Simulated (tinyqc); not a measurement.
Worked calculation: thin (001) film in sp3s* tight binding with raised dangling bonds. Values are carried at full precision from step to step, so a last printed digit may differ when a step is redone from the rounded ones.

sp3s* tight binding, nearest neighbours only: anion (a) at 0, cation (c) at a/4 (1,1,1), orbitals s, px, py, pz, s* on each; k in units of 2 pi/a. With phases e_j = exp(i (pi/2) k.n_j) for n = (1,1,1), (1,-1,-1), (-1,1,-1), (-1,-1,1): g0 = (e1+e2+e3+e4)/4, g1 = (e1+e2-e3-e4)/4, g2 = (e1-e2+e3-e4)/4, g3 = (e1-e2-e3+e4)/4. The diagonal holds the levels Esa, Epa, Exa (s*) and Esc, Epc, Exc. Anion-cation block: <sa|sc> = Vss g0; <sa|xc> = Vsapc g1; <xa|sc> = -Vscpa g1; <xa|xc> = Vxx g0; <xa|yc> = <ya|xc> = Vxy g3, <xa|zc> = <za|xc> = Vxy g2, <ya|zc> = <za|yc> = Vxy g1; <s*a|xc> = Vxapc g1; <xa|s*c> = -Vpaxc g1; y and z take g2 and g3 in place of g1; s-s* and s*-s* vanish.

Parameters, chosen for this exercise (out of a larger set: near a published set for AlAs, fitted to gaps, whose masses and valley positions are rough; not measured data): p = (-7.536, 0.984, -1.157, 3.571, 7.478, 6.74, -6.67, 1.866, 4.293, 5.149, 5.465, 4.552, 4.979) eV (order Esa, Epa, Esc, Epc, Exa, Exc, Vss, Vxx, Vxy, Vsapc, Vscpa, Vxapc, Vpaxc); N = 5 (atomic planes in the small film); dl = 10 eV (shift of the dangling hybrids).

## Bulk edges along [001]

Gap at Gamma and minimum on (0,0,kz), kz from 0.5 to 1, from the bulk Ev. States at zero in-plane momentum come from this line alone.

edges (eV): Gamma 3.0398, Delta 2.2435

kz of the minimum = 0.8364 2 pi/a

## The two blocks of the small film

Planes alternate anion (a), cation (c) along [001], a/4 apart, starting with an anion; zero in-plane momentum; levels counted from the bulk Ev, the lower root of [[Epa, Vxx], [Vxx, Epc]]; no spin-orbit coupling. Block of s, pz, s*: from an anion to the cation above, Vss/2 (s,s), Vsapc/2 (s,z), -Vscpa/2 (z,s), Vxx/2 (z,z), Vxapc/2 (s*,z), -Vpaxc/2 (z,s*); to the cation below the same with the s-z and s*-z signs reversed. Block of u = (px + py)/sqrt2 and v = (px - py)/sqrt2: to the cation above (Vxx + Vxy)/2 for u and (Vxx - Vxy)/2 for v, to the cation below the reverse. Each surface atom has two dangling sp3 hybrids; raising both by dl adds (dl/2) [[1, t], [t, 1]] to its s, pz levels (t = -1 at the bottom face, +1 at the top) and dl to the one of u, v in whose plane the missing bonds lie (v for a bottom anion or a top cation, u for a top anion).

Fill them in.

s, pz, s* block (eV):
```
        sa1     za1    *a1     sc2     zc2     *c2     sa3     za3     *a3     sc4     zc4     *c4
sa1  -2.543  -5.000      0  -3.335   2.575       0       0       0       0       0       0       0
za1  -5.000   5.977      0  -2.732   0.933  -2.490       0       0       0       0       0       0
*a1       0       0  7.471       0   2.276       0       0       0       0       0       0       0
sc2  -3.335  -2.732      0  -1.164       0       0  -3.335   2.732       0       0       0       0
zc2   2.575   0.933  2.276       0   3.564       0  -2.575   0.933  -2.276       0       0       0
*c2       0  -2.490      0       0       0   6.733       0   2.490       0       0       0       0
sa3       0       0      0  -3.335  -2.575       0  -7.543       0       0  -3.335   2.575       0
za3       0       0      0   2.732   0.933   2.490       0   0.977       0  -2.732   0.933  -2.490
*a3       0       0      0       0  -2.276       0       0       0   7.471       0   2.276       0
sc4       0       0      0       0       0       0  -3.335  -2.732       0  -1.164       0       0
zc4       0       0      0       0       0       0   2.575   0.933   2.276       0   3.564       0
*c4       0       0      0       0       0       0       0  -2.490       0       0       0   6.733
sa5       0       0      0       0       0       0       0       0       0  -3.335  -2.575       0
za5       0       0      0       0       0       0       0       0       0   2.732   0.933   2.490
*a5       0       0      0       0       0       0       0       0       0       0  -2.276       0

        sa5    za5     *a5
sa1       0      0       0
za1       0      0       0
*a1       0      0       0
sc2       0      0       0
zc2       0      0       0
*c2       0      0       0
sa3       0      0       0
za3       0      0       0
*a3       0      0       0
sc4  -3.335  2.732       0
zc4  -2.575  0.933  -2.276
*c4       0  2.490       0
sa5  -2.543  5.000       0
za5   5.000  5.977       0
*a5       0      0   7.471
```

u, v block (eV):
```
       ua1     va1     uc2     vc2     ua3     va3     uc4     vc4     ua5    va5
ua1  0.977       0   3.079       0       0       0       0       0       0      0
va1      0  10.977       0  -1.214       0       0       0       0       0      0
uc2  3.079       0   3.564       0  -1.214       0       0       0       0      0
vc2      0  -1.214       0   3.564       0   3.079       0       0       0      0
ua3      0       0  -1.214       0   0.977       0   3.079       0       0      0
va3      0       0       0   3.079       0   0.977       0  -1.214       0      0
uc4      0       0       0       0   3.079       0   3.564       0  -1.214      0
vc4      0       0       0       0       0  -1.214       0   3.564       0  3.079
ua5      0       0       0       0       0       0  -1.214       0  10.977      0
va5      0       0       0       0       0       0       0   3.079       0  0.977
```

## Levels of the small film

Diagonalise both blocks.

levels of the s, pz, s* block (eV): -11.152  -8.619  -7.509  -3.048  2.584  2.965  2.979  3.646  5.238  6.560  7.471  8.658  10.037  10.318  10.852

levels of the u, v block (eV): -1.708  -1.708  -0.593  -0.593  5.002  5.002  6.161  6.161  11.197  11.197

No level lies between 0 and the bulk edge 2.243 eV; confinement has widened the gap at zero in-plane momentum to 3.177 eV.

## Checks

- Lowest conduction level of 201 planes, with the dangling hybrids shifted far away, against the bulk edge: 2.244 against 2.243.

tinyqc: `OMP_NUM_THREADS=1 python tinyqc.py 1482258 1482259 out.jsonl`; about 0.4 s, one thread, shared Intel(R) Xeon(R) Processor @ 2.30GHz.
